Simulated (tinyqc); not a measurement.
Deep-level transient spectroscopy (DLTS) of one majority-carrier trap: one step, computed by the program tinyqc. Command: `OMP_NUM_THREADS=1 python tinyqc.py 3001947 3001948 out.jsonl dlts walk`. One thread of a shared host (Intel(R) Xeon(R) Processor @ 2.30GHz), about 0.08 s of CPU time with the checks.

A filling pulse loads the traps in a one-sided junction; under reverse bias they empty at the rate e, and the capacitance relaxes as C(t) = C_0 - dC exp(-e t). The signal is S = [C(t_2) - C(t_1)]/dC.

Question. Emission rate at T. e = g sigma v N_b exp(-E/k_B T), v = sqrt(3 k_B T/m), N_b = 2 M (2 pi m k_B T/h^2)^(3/2), sigma = sigma_0, E = E_t - dE with the one-dimensional Poole-Frenkel lowering dE = sqrt(e^3 F/(pi eps eps_0)), F being held as an input apart from the bias (the centre is charged when empty).

Inputs (values chosen for the exercise, with mass and screening modelled on 4H-SiC):
```
quantity                    value  unit
density-of-states mass m    0.405   m_0
valleys M                       3     -
trap depth E_t               1.02    eV
cross-section sigma_0     2.3e-14  cm^2
degeneracy ratio g            0.5     -
temperature T                 666     K
dielectric constant eps      9.81     -
mean field F                40000  V/cm
```

Carriers: electrons. Extra term: Poole-Frenkel lowering.

Constants: k_B = 8.617333262e-05 eV/K; k_B = 1.380649e-23 J/K; m_0 = 9.1093837015e-31 kg; h = 6.62607015e-34 J s; e = 1.602176634e-19 C; eps_0 = 8.8541878128e-12 F/m.

Give: thermal velocity v; N_b; sigma; E; emission rate e.

Answer.

thermal velocity v = 2.7344e+07 cm/s

N_b = 6.4181e+19 cm^-3

sigma = 2.30e-14 cm^2

E = 0.97154 eV

emission rate e = 8.9767e+05 1/s
